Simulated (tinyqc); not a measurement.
Photoconductance decay in a wafer: bulk and surface recombination modes, and iron detection by pair splitting: one step, computed by the program tinyqc.

Both faces of the wafer have the same S; injection is low and all coefficients are constant. x runs from -W/2 to W/2.

Task: Decay rates of the even modes. Even modes cos(a x) obey b tan b = S W/(2 D) with b = a W/2, odd modes sin(a x) obey -b cot b = S W/(2 D); each decays at the rate 1/tau_b + D a^2.

Inputs (values chosen for the exercise, modelled on p-type silicon):
```
quantity                          value         unit
thickness W                         300   micrometre
diffusivity D                      24.9       cm^2/s
bulk lifetime tau_b without iron     22  microsecond
surface recombination velocity S   4400         cm/s
```

Give: the table «The first four even modes: b, surface rate and decay time» with the columns b_n, surface rate D a^2 (1/s), decay time (microsecond), for n = 0, 1, 2, 3.

Result:

The first four even modes: b, surface rate and decay time:
```
n    b_n  surface rate D a^2 (1/s)  decay time (microsecond)
0  1.159                 1.486e+05                     5.154
1  3.756                 1.561e+06                     0.622
2  6.662                 4.911e+06                     0.202
3  9.692                 1.039e+07                     0.096
```
